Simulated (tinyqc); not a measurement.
Raman shift of the zone-centre optical phonon of a diamond-structure crystal under stress: one step, computed by the program tinyqc. Command: `OMP_NUM_THREADS=1 python tinyqc.py 3013243 3013244 out.jsonl ramanstress walk`. One thread of a shared host (Intel(R) Xeon(R) Processor @ 2.30GHz), about 0.01 s of CPU time with the checks.

Axes x, y, z are the cube axes. Strain shifts the threefold optical mode and can split it; p, q and r are the phonon deformation potentials.

Problem. Heating mistaken for stress. A temperature above 300 K shifts the line by (d omega/dT)(T - 300 K); divided by the shift per stress it poses as a stress; the total shift adds it to the shift of the observed line. The anti-Stokes to Stokes ratio is [(omega_L + omega_0)/(omega_L - omega_0)]^3 exp(-h c omega_0/(k_B T)) in photon counts, omega_L = 1/wavelength, resonance effects left out.

Inputs (values chosen for the exercise, modelled on silicon):
```
quantity                             value      unit
unstrained frequency omega_0         520.4      1/cm
temperature coefficient d omega/dT  -0.021  1/(cm K)
local temperature T                    450         K
laser wavelength                     514.5        nm
```

Stress state: biaxial. Axis: [110].

shift per stress = -3.472991 1/(cm GPa)

shift of the observed line = 0.3472991 1/cm

Constants: h = 6.62607015e-34 J s; c = 299792458 m/s; k_B = 1.380649e-23 J/K.

Give: thermal shift; apparent stress from heating; total shift; anti-Stokes/Stokes ratio.

Solution.

thermal shift = -3.15 1/cm

apparent stress from heating = 0.9070 GPa

total shift = -2.803 1/cm

anti-Stokes/Stokes ratio = 0.2224

Caution: this stress has components normal to the (001) face, so it cannot reach a free (001) surface; it can act on buried material.
